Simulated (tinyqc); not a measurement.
# Changing the carrier density N

Model: single-oscillator infrared dielectric function of a polar cubic crystal. Computed by tinyqc, a small Python program. Command: `OMP_NUM_THREADS=1 python tinyqc.py 3002375 3002376 out.jsonl infrared sweep`. One thread of a shared host (Intel(R) Xeon(R) Processor @ 2.30GHz), about 0.01 s of CPU time with the checks.

One ion pair, charges +Z* and -Z*, in a cell of volume Omega = a^3/4. Frequencies omega are given as wavenumbers (1/cm); eps_s is the static dielectric constant.

Inputs (values chosen for the exercise, modelled on indium phosphide):

| quantity | value | unit |
|---|---|---|
| lattice constant a | 5.869 | angstrom |
| mass M_A | 114.82 | u |
| mass M_B | 30.97 | u |
| omega_TO | 299 | 1/cm |
| Born charge Z* | 2.5 | e |
| eps_inf | 9.83 | - |
| phonon damping gamma | 3.5 | 1/cm |
| probe frequency / omega_TO | 0.563 | - |
| carrier mass m* | 0.077 | m_0 |
| carrier mobility | 910 | cm^2/(V s) |

Structure: zinc blende. Free carriers: present.

Constants: nu for 1 eV/(angstrom^2 u) = 15.6333042 THz; 1 THz = 33.35640952 1/cm; e^2/(4 pi eps_0) = 14.39964548 eV angstrom; e = 1.602176634e-19 C; eps_0 = 8.8541878128e-12 F/m; m_0 = 9.1093837015e-31 kg; c = 299792458 m/s.

Method:
- mu = M_A M_B/(M_A + M_B); ionic plasma term W^2 = 4 pi Z*^2 (e^2/(4 pi eps_0))/(Omega mu) in eV/(angstrom^2 u), turned into 1/cm by W = 15.6333042 x 33.35640952 x sqrt(W^2); omega_LO^2 = omega_TO^2 + W^2/eps_inf; eps_s = eps_inf + W^2/omega_TO^2; Szigeti charge 3 Z*/(eps_inf + 2); longitudinal (Callen) charge Z*/eps_inf.
- omega_p^2 = N e^2/(eps_0 eps_inf m*), gamma_p = e/(m* x mobility), both divided by 2 pi c (c in cm/s) to give 1/cm. m* is held constant, though in narrow-gap crystals it rises with N at high doping.
- Without damping eps(omega) = 0 gives omega^4 - (omega_LO^2 + omega_p^2) omega^2 + omega_p^2 omega_TO^2 = 0, with roots L- and L+.
- eps(omega) = eps_inf + W^2/(omega_TO^2 - omega^2 - i gamma omega) - eps_inf omega_p^2/(omega^2 + i gamma_p omega); n + i k = sqrt(eps) with k >= 0; R = |(n + i k - 1)/(n + i k + 1)|^2 at normal incidence from vacuum.
- omega is the probe ratio times omega_TO. Intensity decays over 1/(4 pi omega k); the loss function is Im(-1/eps).

One run for each value:

| carrier density N (1/cm^3) | lower coupled mode L- (1/cm) | upper coupled mode L+ (1/cm) | omega_p (1/cm) | reflectivity R |
|---|---|---|---|---|
| 1.00e+16 | 30.35 | 339.2 | 34.4 | 0.32967 |
| 2.80e+16 | 50.67 | 339.9 | 57.6 | 0.32342 |
| 8.00e+16 | 85.11 | 342.1 | 97.4 | 0.30584 |
| 2.20e+17 | 138.39 | 348.9 | 161.5 | 0.27341 |
| 6.30e+17 | 216.31 | 377.7 | 273.2 | 0.49625 |
| 1.80e+18 | 274.77 | 502.6 | 461.9 | 0.79070 |
| 5.00e+18 | 291.79 | 788.8 | 769.8 | 0.89109 |
| 1.40e+19 | 296.61 | 1298.4 | 1288.1 | 0.93775 |
| 4.00e+19 | 298.19 | 2183.1 | 2177.2 | 0.96359 |

Describe and explain the trends.

Over the rows, lower coupled mode L- (1/cm) rises from 30.3 to 298 (exponent d ln y / d ln x 0.50 between the first rows and 0.0050 between the last); upper coupled mode L+ (1/cm) rises from 339 to 2180 (exponent d ln y / d ln x 0.0020 between the first rows and 0.49 between the last); omega_p (1/cm) rises from 34.4 to 2180 (exponent d ln y / d ln x about 0.50 throughout). At the low end the exponent of lower coupled mode L- is 0.50, close to 0.50: L- is a plasmon screened by eps_s. At the high end the exponent of lower coupled mode L- is 0.01, close to 0: L- has saturated at omega_TO. At the low end the exponent of upper coupled mode L+ is 0.00, close to 0: L+ is the LO phonon. At the high end the exponent of upper coupled mode L+ is 0.49, close to 0.50: L+ is the plasmon. The exponent of omega_p stays at 0.50: omega_p goes as sqrt(N). The two modes repel each other where omega_p passes omega_LO; their product stays omega_p omega_TO, and L- cannot pass omega_TO = 299 per cm.

Caution (rows 1.00e16, 2.80e16, 8.00e16, 2.20e17): gamma_p is not small against omega_p, so the plasmon is strongly damped and a plasmon-like coupled mode marks no sharp feature.
